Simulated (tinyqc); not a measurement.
From results to parameters: minimal-basis H2. Computed by the program tinyqc with PySCF.

Problem. For two electrons in the two orbitals of minimal-basis H2, the CIS energies are e2 - e1 - J12 + 2 K12 and e2 - e1 - J12, and E_corr = D - sqrt(D^2 + K12^2) with 2D the energy of the double excitation. Find J12, K12, D, the MP2 energy and the weight of the double excitation.

orbital gap e2 - e1 = 0.73898584 hartree
CIS singlet and triplet energies (hartree): 0.575740  0.150463
FCI correlation energy = -0.05594209 hartree

Solution. Half the singlet-triplet splitting is K12, the gap less the triplet energy is J12, D = (E_corr^2 - K12^2)/(2 E_corr), MP2 is -K12^2/(2 gap), and the weight is c^2/(1 + c^2) with c = E_corr/K12.

J12, K12, D (hartree): 0.589  0.213  0.376
MP2 correlation energy = -0.03059 hartree
weight of the double excitation = 0.0647
